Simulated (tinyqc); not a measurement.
# Programming of a floating-gate cell by Fowler-Nordheim tunnelling: effect of the coupling ratio

Per tunnel area the floating gate has Ctun = 3.9 eps0/tox to the channel (0 V) and Ccg to the control gate, Ct = Ctun/(1 - ag), no other coupling. With the threshold shift U = -Q/Ccg the field is F = ag (Vg - U)/tox, and dU/dt = J/Ccg. Fowler-Nordheim: J = A F^2 exp(-B/F), A = q^2/(16 pi^2 hbar mo phi) (times 1e14 for A/cm^2 with F in V/nm, emitter mass m0), B = (4/3) sqrt(mo/C) phi^1.5, C = hbar^2/(2 m0).

After 6e-5 s. Exact: exp(B/F(t)) = exp(B/F(0)) + K t, K = A B ag/(Ccg tox), and U = Vg - tox F/ag.

Parameters, values chosen for the exercise; oxide values close to those of silicon dioxide: tunnel barrier phi = 3.05 eV; tunnelling mass mo = 0.44 m0; tunnel oxide thickness tox = 7.4 nm; threshold shift at the start Vt0 = -0.9 V; control-gate voltage Vg = 11.9 V.

Constants: q = 1.602176634e-19 C, hbar = 1.054571817e-34 J s, m0 = 9.1093837015e-31 kg, eps0 = 8.8541878128e-14 F/cm where lengths are in cm, hbar^2/(2 m0) = 0.0380998212 eV nm^2. Results are converted to the units shown.

Result of one run:

| F(0) (V/nm) | F (V/nm) | J (A/cm^2) | U (V) |
|---|---|---|---|
| 1.349 | 1.045 | 0.01178 | 1.983 |

Which coupling ratio Ccg/Ct ag gave this result: 0.42, 0.47, 0.52, 0.68 or 0.78?

ag = 0.78.

The whole series:

| ag | F(0) (V/nm) | F (V/nm) | J (A/cm^2) | U (V) |
|---|---|---|---|---|
| 0.42 | 0.7265 | 0.7265 | 2.262e-7 | -0.9000 |
| 0.47 | 0.8130 | 0.8129 | 9.674e-6 | -0.8986 |
| 0.52 | 0.8995 | 0.8978 | 1.956e-4 | -0.8762 |
| 0.57 | 0.9859 | 0.9703 | 0.001703 | -0.6968 |
| 0.63 | 1.090 | 1.014 | 0.005368 | -0.004848 |
| 0.68 | 1.176 | 1.027 | 0.007459 | 0.7282 |
| 0.73 | 1.263 | 1.036 | 0.009330 | 1.401 |
| 0.78 | 1.349 | 1.045 | 0.01178 | 1.983 |

The starting field rises from 0.726 to 1.35 V/nm and U rises from -0.900 to 1.98 V. Between the last two rows 0.01 of coupling is worth 116 mV. In 2 of the 8 rows the starting field exceeds 12 MV/cm, where the oxide would wear out or break down quickly.

Range of the model: Programming fields of 10 MV/cm and more wear the oxide; trapping and the channel potential are ignored.

Program tinyqc, `OMP_NUM_THREADS=1 python tinyqc.py 2130047 2130048 out.jsonl`; Intel Xeon 2.30GHz, shared host, one thread, about 0.01 s.
